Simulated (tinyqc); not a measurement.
Changing the liner thickness t: size effects in the resistivity of thin metal films and interconnect lines. Computed by tinyqc, a small Python program. Command: `OMP_NUM_THREADS=1 python tinyqc.py 3015652 3015653 out.jsonl size sweep`. One thread of a shared host (Intel(R) Xeon(R) Processor @ 2.30GHz), about 0.01 s of CPU time with the checks.

Electrons lose their drift at surfaces (a share 1 - p of the hits) and at grain boundaries (reflection R), besides bulk scattering. The line sits in a trench with a non-conducting liner on both walls and the bottom; the spacing equals the drawn width.

Inputs (values chosen for the exercise, modelled on ruthenium): bulk resistivity rho_b = 8.05 microohm cm; bulk mean free path lambda = 6.27 nm; specularity p = 0.23; grain-boundary reflection R = 0.64; drawn line width w = 4.1 nm; grain size over metal width = 2.3; aspect ratio (height over width) = 1.8; line length = 2.9 micrometre; permittivity of the dielectric k = 2.9.

Geometry: line.

Constants: eps_0 = 8.8541878128e-12 F/m.

Method:
- Metal width w_m = w - 2t, height h_m = (aspect ratio) w - t, grain size D = (ratio) w_m.
- Mayadas-Shatzkes: alpha = (lambda/D) R/(1 - R); rho_b/rho = 1 - 3 alpha/2 + 3 alpha^2 - 3 alpha^3 ln(1 + 1/alpha).
- Fuchs-Sondheimer film: rho_b/rho = 1 - (3/(2 kappa))(1 - p) int_0^1 (s - s^3)(1 - exp(-kappa/s))/(1 - p exp(-kappa/s)) ds, f = rho/rho_b, kappa = thickness/lambda, 80 Gauss-Legendre points.
- Line: the excess of a film of thickness w_m and of a film of thickness h_m are added, rho/rho_b = 1 + (f(w_m) - 1) + (f(h_m) - 1), an estimate that holds best when both sides exceed lambda.
- Total: rho = rho_b [1 + surface excess + grain excess]; resistance per length rho/(w_m h_m); capacitance per length C = 2 k eps_0 (aspect ratio + 1/2), a parallel-plate estimate for two neighbours plus a fixed term for the planes above and below; delay 0.38 R C L^2; effective resistivity per drawn area.

One run for each value; columns: (1) liner thickness t (nm); (2) resistance per length (ohm/micrometre); (3) share of the trench filled by metal (%); (4) resistivity rho (microohm cm):
```
(1)     (2)    (3)    (4)
0.20  11072  87.80  29.41
0.37  13306  77.84  31.34
0.53  16102  68.82  33.53
0.70  20182  59.61  36.40
0.87  26074  50.78  40.06
1.00  32559  44.28  43.62
1.20  48687  34.72  51.15
```

What does the table show, and why?

Over the rows, resistance per length (ohm/micrometre) rises from 11100 to 48700 (exponent d ln y / d ln x 0.30 between the first rows and 2.2 between the last); share of the trench filled by metal (%) falls from 87.8 to 34.7 (exponent d ln y / d ln x -0.20 between the first rows and -1.3 between the last); resistivity rho (microohm cm) rises from 29.4 to 51.2 (exponent d ln y / d ln x 0.10 between the first rows and 0.87 between the last). A thicker liner costs twice: less area, and a narrower core with more surface and grain scattering. Left out: 1.40 (the liner leaves almost no metal).

Caution (rows 1.20): for lines much narrower than lambda adding the two film terms and the grain term underestimates the resistivity.

Extremes, crossings and ranges named in words are read from the listed rows.
